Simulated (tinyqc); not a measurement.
Width of the inclusion: polytypes by hexagonality, and a cubic inclusion as a quantum well.

Gap: E3 + (E2 - E3) h. Valence top Ev2 h and polarisation P2 h, both counted from 3C; Ec = Ev + gap.

A cubic inclusion of width L = N d in the host (h = 1) is a well of depth V = Ec(host) - Ec(3C). Square well with mass mismatch: k tan(k L/2) = (m_w/m_b) q, k = sqrt(m_w E/c), q = sqrt(m_b (V - E)/c), c = hbar^2/2m0, lowest root. The depth of the level, V - E, is its binding, and the transition to the valence top of the host is gap(host) - (V - E). The step in polarisation gives a field |F| = |P|/(eps eps0) in a thin inclusion, eps0 = 8.8541878e-12 F/m.

Constants: hbar^2/2m0 = 3.80998211 eV angstrom^2.

Parameters, chosen for this exercise (of the order of those of GaAs; shifted at random, so the results belong to these values and not to a real crystal):

| symbol | value | unit | meaning |
|---|---|---|---|
| E3 | 1.518 | eV | gap of the cubic polytype |
| E2 | 1.519 | eV | gap of 2H |
| Ev2 | 0.129 | eV | valence top of 2H above that of 3C |
| P2 | 0.0021 | C/m^2 | spontaneous polarisation of 2H |
| m | (0.063, 0.064) | m0 | electron mass along c in the cubic layer and in the host |
| d | 3.263 | angstrom | thickness of a double layer |
| eps | 12.7 |  | dielectric constant |

Without the field: square well. With it, the potential inside is |F| (z - L/2), the host conduction edge lies at V - |F| L/2 on one side and V + |F| L/2 on the other, and the lowest level E_F is found by finite differences (step 0.25 angstrom, wide box, good to about 1 meV). Holes sit in the host on the high side, so the transition is gap(host) - V + E_F - |F| L/2. A dash: bound by less than 2 meV or not at all.

Results:

| N | L (angstrom) | depth (eV) | transition (eV) | depth below the low side, with field (eV) | transition with field (eV) |
|---|---|---|---|---|---|
| 2 | 6.53 | 0.003 | 1.516 | - | - |
| 4 | 13.05 | 0.011 | 1.508 | 0.002 | 1.493 |
| 6 | 19.58 | 0.021 | 1.498 | 0.007 | 1.475 |
| 10 | 32.63 | 0.044 | 1.475 | 0.019 | 1.439 |
| 15 | 48.95 | 0.067 | 1.452 | 0.029 | 1.398 |
| 20 | 65.26 | 0.082 | 1.437 | 0.034 | 1.363 |
| 30 | 97.89 | 0.101 | 1.418 | 0.037 | 1.299 |

The square well binds a level even at N = 2 (3 meV), as any symmetric one-dimensional well does; the depth grows to 101 of 130 meV, and the transition tends to E3 - Ev(host) = 1.389 eV. With the field the level is bound by 2 meV or more for N = 4, 6, 10, 15, 20 and 30, and the transition is lowered by 16 meV at N = 4 and 119 meV at N = 30, where |F| L/2 = 91 meV. Free carriers or surface charge screen the field and the step between the two sides; with the field removed every row returns to its square-well depth, and the attraction to the hole, left out here, binds the electron further.

Run: tinyqc, `OMP_NUM_THREADS=1 python tinyqc.py 1850377 1850378 out.jsonl`; Intel(R) Xeon(R) Processor @ 2.30GHz, one thread, shared host; about 0.06 s of CPU time with all checks.
